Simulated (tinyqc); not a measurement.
Bias-temperature instability, empirical power law with universal recovery: two steps of the calculation.

Threshold-voltage shift at the end of a stress: dV = A (V/V0)^g exp[-(Ea q/kB)(1/T - 1/T0)] (t/1 s)^n. After a delay tr the permanent share pp stays and the rest falls by r = 1/(1 + B (tr/t)^be). An empirical model: its parameters are fits, not properties.

Values chosen for this exercise:

| symbol | value | unit | meaning |
|---|---|---|---|
| V0 | 1.4 | V | reference stress voltage |
| T0 | 373 | K | reference temperature |
| A | 4.6 | mV | shift after 1 s at V0 and T0 |
| n | 0.13 |  | time exponent |
| g | 5.6 |  | voltage exponent |
| Ea | 0.15 | eV | apparent activation energy of the shift |
| pp | 0.34 |  | permanent share |
| B | 5.2 |  | recovery scale |
| be | 0.12 |  | recovery dispersion |
| V | 0.8 | V | use voltage |
| T | 378 | K | use temperature |
| dc | 50 | mV | failure criterion |
| tr | 10 | s | delay before the measurement |

Constants: q = 1.602176634e-19 C, kB = 1.380649e-23 J/K. Results are converted to the units shown.

Problem 1. Shift and lifetime at use conditions. The lifetime solves dV = dc; ten years are 3.15576e8 s.

Give: voltage factor; temperature factor; shift after ten years; lifetime; largest voltage for ten years.

Solution 1.

voltage factor = 0.04355
temperature factor = 1.064
shift after ten years = 2.713 mV
lifetime = 5.431e10 years
largest voltage for ten years = 1.346 V

The device passes: the shift at ten years is below dc. A lifetime beyond 100 years is a far extrapolation of the power law. In time the voltage exponent is g/n = 43.1 and the activation energy Ea/n = 1.15 eV.

Problem 2. What a delayed measurement sees. At V0 and T0, measured shift = dV [pp + (1 - pp) r]; the apparent exponent is the slope of ln(shift) against ln t between the first and last point.

t, point 0 to 2 (s): 10  100  1000

Wanted: dV; share left; measured; apparent n.

Solution 2.

```
point  dV (mV)  share left  measured (mV)
0       6.2052     0.44645         2.7703
1       8.3706     0.47348         3.9633
2       11.292     0.50532         5.7059
```

apparent n = 0.15690

The delay hides 49.5 % of the last shift and raises the exponent from 0.13 to 0.157, since short stresses recover by a larger share.

Numbers from tinyqc (`OMP_NUM_THREADS=1 python tinyqc.py 2070174 2070175 out.jsonl`; about 0.01 s on one thread of a shared Intel Xeon 2.30GHz).
